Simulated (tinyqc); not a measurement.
Surface photovoltage measurement of the minority-carrier diffusion length in a wafer: one step, computed by the program tinyqc.

Low injection, steady light, a depletion layer much thinner than 1/alpha and L. The excess density dn is taken at the front edge of the neutral region; light that reaches the back is lost.

Question. One wavelength. alpha = (84.732/lambda - 76.417)^2 per cm with lambda in micrometre (an empirical fit for silicon between 0.7 and 1.05 micrometre). Thick wafer: dn = Phi L/((S_f + D/L)(L + 1/alpha)). Finite wafer, with s = S_b L/D, w = W/L, a = alpha L: dn = [Phi a/(a^2 - 1)] [a - B - exp(-alpha W)(a - s)/(cosh w + s sinh w)]/(S_f + B D/L), B = (sinh w + s cosh w)/(cosh w + s sinh w). Photovoltage V = (k_B T/e) ln(1 + dn/n_0). Lifetime = L^2/D.

Inputs (values chosen for the exercise, modelled on p-type silicon at room temperature):

| quantity | value | unit |
|---|---|---|
| diffusion length L | 110 | micrometre |
| wafer thickness W | 725 | micrometre |
| diffusivity D | 28.7 | cm^2/s |
| front recombination velocity S_f | 36000 | cm/s |
| back recombination velocity S_b | 530 | cm/s |
| photon flux entering | 4e+12 | 1/(cm^2 s) |
| minority density at the surface barrier scale n_0 | 5.9e+09 | 1/cm^3 |
| temperature T | 298 | K |
| wavelength | 926 | nm |

Constants: k_B = 8.617333262e-05 eV/K.

Give: alpha; penetration depth 1/alpha; dn, thick wafer; B; dn, finite wafer; photovoltage V; lifetime.

Answer.

alpha = 227.6 1/cm

penetration depth 1/alpha = 43.94 micrometre

dn, thick wafer = 7.403e+07 1/cm^3

B = 1.0000

dn, finite wafer = 7.403e+07 1/cm^3

photovoltage V = 0.3202 mV

lifetime = 4.216 microsecond
